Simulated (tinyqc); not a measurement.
From screening to the Mott criterion: hydrogenic impurity: series, fields, screening, photoionisation and donor-acceptor pairs. Computed by tinyqc, a small Python program. Command: `OMP_NUM_THREADS=1 python tinyqc.py 3018399 3018400 out.jsonl hydrogenic walk`. One thread of a shared host (Intel(R) Xeon(R) Processor @ 2.30GHz), about 0.01 s of CPU time with the checks.

One isotropic, parabolic band. Effective units: Ry* and a*, in which H = -nabla^2 - 2/r.

Inputs (values chosen for the exercise, modelled on InP): electron mass m = 0.0804 m_0; dielectric constant eps = 12.4; donor density N = 2.5e+16 cm^-3.

Parts treated: screening and pairs.

Constants: Ry = 13.605693123 eV; a_0 = 0.529177210903 angstrom; h x 1 THz = 4.135667696 meV.

Method:
- Ry* = Ry m/eps^2, a* = a_0 eps/m; level n is bound by Ry*/n^2; <r> = (3/2) a* in 1s; lines 1s -> np at Ry* (1 - 1/n^2); 1 THz = 4.135667696 meV.
- Thomas-Fermi screening by N free electrons of one valley, taken as a degenerate gas (the hypothesis that all donors are ionised): q a* = sqrt(4 k_F a*/pi), k_F = (3 pi^2 N)^(1/3).
- Screened potential -(2/r) exp(-q r). Basis exp(-zeta r), zeta_k = 0.02 x 1.6^k, k = 0..23: S = 2/s^3, T = zeta_i zeta_j S, V = -2/(s + q)^2 with s = zeta_i + zeta_j; overlap eigenvalues below 1e-11 are dropped.
- First order: 1 - 2 q a*. One exponent: the maximum over zeta of 8 zeta^3/(2 zeta + q)^2 - zeta^2 (golden section on 0.01 to 1.2).

a* = 81.6144 angstrom

Binding (Ry*):

| N^(1/3) a* | N (cm^-3) | q a* | first order | one exponent | basis |
|---|---|---|---|---|---|
| 0.0048 | 2.0343e+11 | 0.13750 | 0.72499 | 0.75111 | 0.75115 |
| 0.0140 | 5.0476e+12 | 0.23483 | 0.53034 | 0.60277 | 0.60305 |
| 0.0360 | 8.5824e+13 | 0.37657 | 0.24686 | 0.42153 | 0.42285 |
| 0.0720 | 6.8659e+14 | 0.53255 | -0.06509 | 0.26326 | 0.26715 |
| 0.1200 | 3.1787e+15 | 0.68752 | -0.37503 | 0.14319 | 0.15143 |
| 0.1800 | 1.0728e+16 | 0.84203 | -0.68406 | 0.05646 | 0.07067 |
| 0.2400 | 2.5429e+16 | 0.97229 | -0.94459 | 0.00748 | 0.02711 |

What follows from these numbers?

The binding falls from 0.751 to 0.027 Ry*. First order, a constant shift of the potential, overshoots and turns negative from q a* = 0.5. One exponent loses the state at q a* = 1 (N^(1/3) a* = 0.254, the classic form of the Mott criterion); the full basis keeps it to 1.19. The dilute rows are formal, since there the electrons are bound or non-degenerate.

Extremes, crossings and ranges named in words are read from the listed rows.
